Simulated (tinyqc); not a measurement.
Strain-driven roughening and islands of a mismatched epitaxial film: one step, computed by the program tinyqc. Command: `OMP_NUM_THREADS=1 python tinyqc.py 3008253 3008254 out.jsonl island walk`. One thread of a shared host (Intel(R) Xeon(R) Processor @ 2.30GHz), about 0.01 s of CPU time with the checks.

Film and substrate share isotropic elastic constants; the film is coherent and biaxially strained.

Question. Wetting layer. The surface energy depends on thickness as gamma + (gamma_s - gamma) exp(-h/delta). Its curvature adds W2 = (gamma_s - gamma) exp(-h/delta)/delta^2 to the restoring terms; the flat film is stable while W2 > (1 + nu)^2 w^2/gamma, which gives h_c = delta ln[(gamma_s - gamma) gamma/(delta^2 (1 + nu)^2 w^2)], or 0 if negative.

Inputs (values chosen for the exercise, modelled on Si(0.5)Ge(0.5) on Si):
```
quantity                        value   unit
Poisson ratio nu                 0.27      -
surface energy gamma             1.14  J/m^2
wetting energy gamma_s - gamma   0.08  J/m^2
decay length of wetting delta    0.38     nm
```

energy density w = 78.29935 MJ/m^3

Give: wetting-layer thickness h_c.

Answer.

wetting-layer thickness h_c = 1.580 nm

Layer-by-layer growth up to h_c, then roughening: the Stranski-Krastanov mode.
